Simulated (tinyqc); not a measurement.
## Random telegraph noise from one oxide trap in a small MOSFET: effect of the temperature

An acceptor-like trap exchanges electrons with the channel. Inversion charge Q = Cox u, u = n Vt W0(exp((Vg - VT)/(n Vt))), W0 the Lambert function, n = nf, Cox = eps0 eox/tox; linear regime Id = (W/L) mu Q Vd. Relative to threshold the surface potential rises by Vt ln(u/u0) and the oxide voltage by the rest of Vg - VT, with u0 = n Vt W0(1).

N = Cox u/q; dpsi = Vt ln(u/u0); E = E0 - dpsi - (xt/tox)(Vg - VT - dpsi); capture time tc = 1/[(N/zi) vth s0 exp(-xt/lt - EB/Vt)]; emission time te = tc exp(-E/Vt); occupancy te/(tc + te). A = W L; threshold step dV = q (1 - xt/tox)/(Cox A); gm/Id = 1/(u + n Vt); relative step dI/I = (gm/Id) dV + asc mu/A. fc = (1/tc + 1/te)/(2 pi); rms = (dI/I) sqrt(tc te)/(tc + te). VT, nf, vth and mu are held fixed.

Values chosen for this exercise; values of the order met in silicon transistors:
- eox = 3.9 (relative permittivity of the gate insulator (close to silicon dioxide))
- tox = 1.2 nm (insulator thickness)
- xt = 0.17 nm (depth of the trap from the channel interface)
- E0 = 0.1 eV (trap level above the channel Fermi level at threshold)
- s0 = 1e-17 cm^2 (capture prefactor)
- EB = 0.37 eV (capture barrier (lattice relaxation))
- lt = 0.15 nm (tunnelling decay length)
- vth = 2.1e7 cm/s (thermal velocity)
- zi = 3 nm (thickness of the inversion layer)
- VT = 0.33 V (threshold voltage)
- nf = 1.24 (body factor)
- W = 52 nm (gate width)
- L = 190 nm (gate length)
- mu = 160 cm^2/(V s) (mobility)
- asc = 3.8e-16 V s (scattering coefficient of the charged trap)
- Vd = 0.1 V (drain voltage)
- Vg = 0.65 V (gate voltage)

Constants: q = 1.602176634e-19 C, kB = 1.380649e-23 J/K, Vt = kB T/q, eps0 = 8.8541878128e-14 F/cm where lengths are in cm. Results are converted to the units shown.

Result of one run:
```
T (K)      E (eV)     tc (s)     te (s)  occupancy  dI/I (%)  fc (Hz)  rms dI/I (%)
330    -0.0070642  4.4064e-4  5.6489e-4    0.56179   0.23062   642.94       0.11442
```

What becomes of these results when the temperature T is changed from 330 to 210 K, all else the same?

Result of the changed run:
```
T (K)     E (eV)   tc (s)   te (s)  occupancy  dI/I (%)  fc (Hz)  rms dI/I (%)
210    0.0075302  0.70754  0.46670    0.39745   0.23003  0.56597       0.11257
```

The whole series:
```
T (K)      E (eV)     tc (s)     te (s)  occupancy  dI/I (%)   fc (Hz)  rms dI/I (%)
180      0.011982     20.998     9.6986    0.31595   0.22921  0.023990       0.10656
210     0.0075302    0.70754    0.46670    0.39745   0.23003   0.56597       0.11257
240     0.0034431   0.055790   0.047234    0.45848   0.23055    6.2222       0.11488
270    -3.2753e-4  0.0077509  0.0078608    0.50352   0.23080    40.780       0.11540
300    -0.0038196  0.0016003  0.0018551    0.53687   0.23082    185.24       0.11509
330    -0.0070642  4.4064e-4  5.6489e-4    0.56179   0.23062    642.94       0.11442
360     -0.010087  1.5053e-4  2.0837e-4    0.58058   0.23023    1821.1       0.11361
390     -0.012911  6.0696e-5  8.9124e-5    0.59487   0.22968    4407.9       0.11275
```

As T goes from 180 to 390, tc falls from 21.0 to 6.07e-5 s, te falls from 9.70 to 8.91e-5 s and dI/I goes from 0.229 through a maximum of 0.231 (at T = 300 among the rows listed) to 0.230 %. Activation energies over the table: 0.367 eV for capture (EB = 0.37 eV, altered by the change of N) and 0.334 eV for emission.

Range of the model: VT is taken as given; short-channel effects and the uneven flow of current among few electrons are left out.

Numbers from tinyqc (`OMP_NUM_THREADS=1 python tinyqc.py 2710101 2710102 out.jsonl`; about 0.01 s on one thread of a shared Intel Xeon 2.30GHz).
